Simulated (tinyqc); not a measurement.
# Changing the lifetime tau

Model: Haynes-Shockley experiment: drift, diffusion and decay of a minority-carrier pulse. Computed by tinyqc, a small Python program. Command: `OMP_NUM_THREADS=1 python tinyqc.py 3112217 3112218 out.jsonl haynes sweep`. One thread of a shared host (Intel(R) Xeon(R) Processor @ 2.30GHz), about 0.01 s of CPU time with the checks.

A thin sheet of excess carriers is made at x = 0, t = 0 in a long uniform bar; injection is low, so the pulse moves with the minority mobility.

Inputs (values chosen for the exercise, modelled on electrons in p-type silicon in a lightly doped bar): minority mobility mu = 1390 cm^2/(V s); temperature T = 300 K; field F = 13 V/cm; distance d to the collector = 0.91 cm; injected sheet density N0 = 1.2e+10 1/cm^2.

Constants: k_B = 8.617333262e-05 eV/K.

Method:
- D = mu k_B T/e, v = mu F.
- Transit time d/v, diffusion length sqrt(D tau), drift length v tau, Peclet number v d/D = e F d/(k_B T).
- dn(x, t) = N0/sqrt(4 pi D t) exp(-(x - v t)^2/(4 D t) - t/tau).
- At fixed x the signal peaks where d ln(dn)/dt = 0: a t^2 + t/2 - x^2/(4 D) = 0 with a = v^2/(4 D) + 1/tau.
- The full width at half maximum is found by solving dn(x, t) = peak/2 on both sides of the peak.
- With w the full width at half maximum: mu = d/(F t_p); D = (w d)^2/(16 ln2 t_p^3); Einstein ratio D/mu against k_B T/e.

One run for each value:
```
lifetime tau (microsecond)  peak density (1/cm^3)  time of the peak t_p (microsecond)  error of mu (%)  error of D (%)
20                                     6.5431e+09                              49.707           1.3133         0.36675
40                                     2.2747e+10                              49.976           0.7675         0.36875
79                                     4.2185e+10                              50.111           0.4970         0.36974
160                                    5.8172e+10                              50.181           0.3562         0.37026
310                                    6.7709e+10                              50.214           0.2897         0.37051
610                                    7.3324e+10                              50.232           0.2548         0.37064
1200                                   7.6354e+10                              50.241           0.2371         0.37071
2400                                   7.7970e+10                              50.245           0.2279         0.37074
```

Describe and explain the trends.

Over the rows, peak density (1/cm^3) rises from 6.54e9 to 7.80e10 (exponent d ln y / d ln x 1.8 between the first rows and 0.030 between the last); time of the peak t_p (microsecond) rises from 49.71 to 50.25; error of mu (%) falls from 1.31 to 0.228 (exponent d ln y / d ln x -0.77 between the first rows and -0.057 between the last). With a long lifetime the error of mu tends to the part from spreading alone; in the last row it is 0.228 %.

Extremes, crossings and ranges named in words are read from the listed rows.
